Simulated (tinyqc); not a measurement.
# Quantum limit of the contact resistance of a three-dimensional channel: two studies

Parabolic band with gv valleys, C = hbar^2/(2 m0), eta = (EF - Ec)/(kB T). Landauer picture: each mode conducts 2 q^2/h, and the contacts and the channel add incoherently in series, 1/Tt - 1 = 2 (1/tc - 1) + L/lam for the total transmission Tt.

Parameters, values chosen for the exercise:
- T = 300 K (temperature)
- m = 0.4 m0 (mass)
- gv = 2 (valleys)
- n = 1.1e19 cm^-3 (carrier density)
- tc = 0.83 (transmission of each contact)
- lam = 13 nm (back-scattering length of the channel)

Constants: q = 1.602176634e-19 C, kB = 1.380649e-23 J/K, hbar = 1.054571817e-34 J s, h = 6.62607015e-34 J s, m0 = 9.1093837015e-31 kg, Vt = kB T/q, hbar^2/(2 m0) = 0.0380998212 eV nm^2. Results are converted to the units shown.

Each table varies one quantity; the others keep the values above.

## Quantum limit against density

n = N F12(eta), N = 2 gv (m kB T/(4 pi C))^1.5, F12(x) = (2/sqrt(pi)) int_0^infinity sqrt(u)/(1 + exp(u - x)) du; modes per area M = gv m kB T ln(1 + exp(eta))/(4 pi C); at zero temperature M0 = gv kF^2/(4 pi), kF = (3 pi^2 n/gv)^(1/3). kB T in eV. RQ = (h/2q^2)/M for the whole device, R = RQ/Tt; the part of one contact is Rc = RQ (1/tc - 1/2) and the channel adds RQ L/lam.

Quantum limit against density:

| n (cm^-3) | eta | M (cm^-2) | M0 (cm^-2) | RQ/2 (ohm cm^2) |
|---|---|---|---|---|
| 1.4e17 | -4.5036 | 4.7554e10 | 2.5872e11 | 1.3570e-7 |
| 4.3e17 | -3.3733 | 1.4558e11 | 5.4667e11 | 4.4329e-8 |
| 1.4e18 | -2.1659 | 4.6883e11 | 1.2009e12 | 1.3765e-8 |
| 4.3e18 | -0.96355 | 1.3961e12 | 2.5374e12 | 4.6223e-9 |
| 1.4e19 | 0.48173 | 4.1587e12 | 5.5740e12 | 1.5517e-9 |
| 4.4e19 | 2.4142 | 1.0799e13 | 1.1960e13 | 5.9759e-10 |
| 1.4e20 | 5.8449 | 2.5260e13 | 2.5872e13 | 2.5547e-10 |
| 4.4e20 | 12.786 | 5.5232e13 | 5.5511e13 | 1.1684e-10 |

What does the comparison show?

The limit for one contact, RQ/2, falls from 1.36e-7 to 1.17e-10 ohm cm^2, as n^(-1.00) between the first two rows (eta = -4.5) and n^(-0.68) between the last two (eta = 13); the non-degenerate power is -1 and the degenerate one -2/3. M0 is 5.44 times M in the first row and 0.51 % above it in the last. In 1 of the 8 rows EF lies more than 0.3 eV above Ec, where real bands are no longer parabolic.

## Total resistance against length

Same model as above.

kB T in eV.

Results:

| L (nm) | R (ohm cm^2) | share of the contacts (%) |
|---|---|---|
| 1.3 | 5.8130e-9 | 93.376 |
| 2.8 | 6.2573e-9 | 86.746 |
| 6.2 | 7.2644e-9 | 74.720 |
| 30 | 1.4314e-8 | 37.921 |
| 66 | 2.4977e-8 | 21.732 |
| 150 | 4.9858e-8 | 10.887 |
| 320 | 1.0021e-7 | 5.4165 |

Estimate the missing row, L = 14 nm.

Computed row:

| L (nm) | R (ohm cm^2) | share of the contacts (%) |
|---|---|---|
| 14 | 9.5748e-9 | 56.690 |

With this row back in the table: R is a straight line in L with intercept 2 Rc = 5.43e-9 ohm cm^2; the share of the contacts falls from 93.4 to 5.42 % and is one half at L = lam (2/tc - 1) = 18.3 nm.

Numbers from tinyqc (`OMP_NUM_THREADS=1 python tinyqc.py 2760090 2760091 out.jsonl`; about 0.01 s on one thread of a shared Intel Xeon 2.30GHz).
